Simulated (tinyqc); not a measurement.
Changing the band gap E_g: two-band model of a narrow-gap semiconductor with electrons and holes. Computed by tinyqc, a small Python program. Command: `OMP_NUM_THREADS=1 python tinyqc.py 3010062 3010063 out.jsonl bipolar sweep`. One thread of a shared host (Intel(R) Xeon(R) Processor @ 2.30GHz), about 0.06 s of CPU time with the checks.

Two parabolic bands with acoustic scattering (r = -1/2, a = 0), a gap that does not change with T, and fully ionised dopants. Melting is ignored, so values above the melting point are formal, and kappa_L does not change with T. eta_n = (E_F - E_c)/(k_B T), eta_p = -eta_n - E_g/(k_B T).

Inputs (values chosen for the exercise, modelled on PbTe): electron mass m_n = 0.25 m_0; hole mass m_p = 0.3 m_0; electron mobility parameter mu_300,n = 1200 cm^2/(V s); hole mobility parameter mu_300,p = 790 cm^2/(V s); temperature exponent p = 1.5; net doping N = 6.2e+16 1/cm^3; lattice thermal conductivity kappa_L = 1.1 W/(m K); temperature T = 330 K.

Doping: n-type.

Constants: k_B = 8.617333262e-05 eV/K; m_0 = 9.1093837015e-31 kg; k_B = 1.380649e-23 J/K; hbar = 1.054571817e-34 J s; e = 1.602176634e-19 C.

Method:
- With x = E/(k_B T), a = alpha k_B T (0 for a parabolic band), G = x (1 + a x), D = 1 + 2 a x and <y> = int y f (1 - f) dx, f = 1/(1 + exp(x - eta)): tau = tau_0 G^r/D; transport function s = G^(3/2 + r)/D^2; n = N_0 <G^(3/2)> with N_0 = (2 m k_B T)^(3/2)/(3 pi^2 hbar^3).
- Integrals over x = E/(k_B T) use 160 Gauss-Legendre points in u = sqrt(x) from 0 to sqrt(max(eta, 0) + 32).
- Neutrality: n - p = N, with n = N_0(m_n) <x^(3/2)> at eta_n and p = N_0(m_p) <x^(3/2)> at eta_p.
- sigma = e mu_0 N_0 <s> with mu_0 = e tau_0/m = mu_300 (T/300 K)^(-p); |S| = (k_B/e)(<x s>/<s> - eta); Lorenz number L = (k_B/e)^2 (<x^2 s>/<s> - (<x s>/<s>)^2); kappa_e = L sigma T; zT = S^2 sigma T/(kappa_L + kappa_e).
- Hall factor r_H = <x^(3/2)> <x^(1/2)>/<s>^2.
- Both bands together (these totals replace the one-band zT): sigma = sigma_n + sigma_p; S = (sigma_p |S_p| - sigma_n |S_n|)/sigma; kappa_bip = (sigma_n sigma_p/sigma)(|S_n| + |S_p|)^2 T; kappa_e = (L_n sigma_n + L_p sigma_p) T; zT = S^2 sigma T/(kappa_L + kappa_e + kappa_bip); weak-field R_H = (r_p sigma_p^2/p - r_n sigma_n^2/n)/(e sigma^2), where the Hall factors r_n and r_p are <x^(3/2)> <x^(1/2)>/<s>^2.

One run for each value; columns: (1) band gap E_g (eV); (2) Seebeck coefficient S (microvolt/K); (3) bipolar thermal conductivity (W/(m K)); (4) zT; (5) conductivity sigma (S/cm):
```
(1)        (2)         (3)       (4)     (5)
0.085   -58.60  5.2645e-01  0.011603  175.55
0.120   -77.66  3.9644e-01  0.012875  100.03
0.160  -111.79  2.6749e-01  0.015364   51.90
0.230  -241.61  1.0948e-01  0.027830   17.60
0.320  -474.90  1.5449e-02  0.056210    8.46
0.440  -522.00  4.0335e-04  0.063224    7.76
0.610  -523.01  1.7478e-06  0.063403    7.75
0.850  -523.01  6.6972e-10  0.063403    7.75
```

What does the table show, and why?

Over the rows, Seebeck coefficient S (microvolt/K) falls from -58.6 to -523; bipolar thermal conductivity (W/(m K)) falls from 0.526 to 6.70e-10 (exponent d ln y / d ln x -0.82 between the first rows and -24 between the last); zT rises from 0.0116 to 0.0634. E_g/(k_B T) runs from 3.0 to 29.9; between the last rows ln(kappa_bip) falls by 0.93 per k_B T of gap (in the limit of gaps of very many k_B T, 1 while doping fixes the majority density and 1/2 in intrinsic material).
